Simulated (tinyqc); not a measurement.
# Bandgap voltage reference from two bipolar transistors: output against temperature

Two transistors of area 1 and N carry the same current I. Is(T) = Is (T/T0)^eta exp[(Vg0 q/kB)(1/T0 - 1/T)], VBE1 = Vt ln(I/Is(T)) + I rb, VBE2 = Vt ln(I/(N Is(T))) + I rb/N. The amplifier forces I R1(T) = VBE1 - VBE2 + Vos, with R(T) = R (1 + tc (T - T0)) for both resistors, and the output is Vref = VBE1 + I R2(T). Base currents and the Early effect are neglected.

Vt = kB T/q; I = (Vt ln N + Vos)/(R1(T) - rb (1 - 1/N)).

Parameters, values chosen for the exercise; values of the order met in silicon bipolar transistors: reference temperature T0 = 298 K; band-gap voltage extrapolated to 0 K Vg0 = 1.163 V; temperature exponent of the saturation current eta = 4.2; saturation current of the unit transistor at T0 Is = 3.4e-16 A; area ratio of the second transistor N = 4; resistor across which the difference of VBE falls, at T0 R1 = 29 kohm; temperature coefficient of both resistors tc = 0 ppm/K; offset of the amplifier Vos = -1 mV; series resistance of the unit transistor rb = 0 ohm; output resistor at T0 R2 = 570.6 kohm.

Constants: q = 1.602176634e-19 C, kB = 1.380649e-23 J/K. Results are converted to the units shown.

Results:
```
T (K)	I (uA)	VBE1 (V)	I R2 (V)	Vref (V)	Vref - Vref(T0) (mV)	dVref/dT (uV/K)
218	0.86354	0.74369	0.49274	1.2364	-8.7523	154.76
233	0.92533	0.71062	0.52799	1.2386	-6.5701	136.41
253	1.0077	0.66610	0.57500	1.2411	-4.0722	113.69
298	1.1931	0.56440	0.68078	1.2452	0	68.532
323	1.2961	0.50707	0.73954	1.2466	1.4318	46.313
348	1.3991	0.44921	0.79830	1.2475	2.3294	25.751
373	1.5020	0.39085	0.85706	1.2479	2.7313	6.6167
398	1.6050	0.33202	0.91583	1.2479	2.6706	-11.275
423	1.7080	0.27277	0.97459	1.2474	2.1766	-28.077
```

Estimate the missing row, T = 273 K.

Computed row:
```
T (K)	I (uA)	VBE1 (V)	I R2 (V)	Vref (V)	Vref - Vref(T0) (mV)	dVref/dT (uV/K)
273	1.0901	0.62116	0.62201	1.2432	-2.0110	92.701
```

With this row back in the table: VBE1 falls by 2.30 mV/K on average and I R2 rises by 2.35 mV/K. The slope of Vref vanishes at T = 382 K. Between 233 and 398 K Vref spans 9.33 mV, or 45.4 ppm/K by the box method (span over the average over T, over 165 K).

Program tinyqc, `OMP_NUM_THREADS=1 python tinyqc.py 2062095 2062096 out.jsonl`; Intel Xeon 2.30GHz, shared host, one thread, about 0.03 s.
